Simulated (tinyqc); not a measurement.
Punch-through p+-n junction, ionisation integral and breakdown: one step of the calculation.

A p+ layer at x < 0 and an n drift layer from x = 0 to L on an n+ substrate. Depletion approximation, built-in voltage neglected. Local ionisation coefficients alpha_n = an exp(-(bn/E)^mx), alpha_p = ap exp(-(bp/E)^mx). Electrons move towards +x, holes towards x = 0.

Problem. Field and ionisation coefficients on a grid. W = sqrt(2 eps0 eps_r V/(q N)), peak field E0 = q N W/(eps0 eps_r), falling linearly to 0 at W; if W > L the layer is punched through: W = L, E0 = V/L + q N L/(2 eps0 eps_r), falling linearly to E1 = V/L - q N L/(2 eps0 eps_r). Grid: 11 equal steps from 0 to fr W.

Parameters, values chosen for the exercise; material values close to those of gallium nitride: relative permittivity eps_r = 9.55; prefactor of the electron ionisation coefficient an = 2.78e8 1/cm; field constant for electrons bn = 3.26e7 V/cm; prefactor of the hole ionisation coefficient ap = 1.38e8 1/cm; field constant for holes bp = 1.97e7 V/cm; exponent mx = 1; donor density of the drift layer N = 5.2e15 cm^-3; thickness of the drift layer L = 17 um; reverse voltage V = 2070 V; share of the depleted width that the grid covers fr = 1.

Constants: q = 1.602176634e-19 C, eps0 = 8.8541878128e-14 F/cm where lengths are in cm. Results are converted to the units shown.

Wanted: W; x; E; alpha_n; alpha_p.

Solution.

W = 17.00 um

```
point  x (um)  E (kV/cm)  alpha_n (1/cm)  alpha_p (1/cm)
0        0.00       2055           35.89            9481
1        1.55       1903           10.09            4403
2        3.09       1751           2.273            1789
3        4.64       1598          0.3855           612.4
4        6.18       1446         0.04501           167.2
5        7.73       1294        0.003169           33.65
6        9.27       1142        1.099e-4           4.415
7       10.82      989.2        1.355e-6          0.3099
8       12.36      837.0        3.375e-9        0.008275
9       13.91      684.7       5.839e-13        4.410e-5
10      15.45      532.4       7.122e-19        1.177e-8
11      17.00      380.2       1.590e-29       4.309e-15
```

Numbers from tinyqc (`OMP_NUM_THREADS=1 python tinyqc.py 2120007 2120008 out.jsonl`; about 0.1 s on one thread of a shared Intel Xeon 2.30GHz).
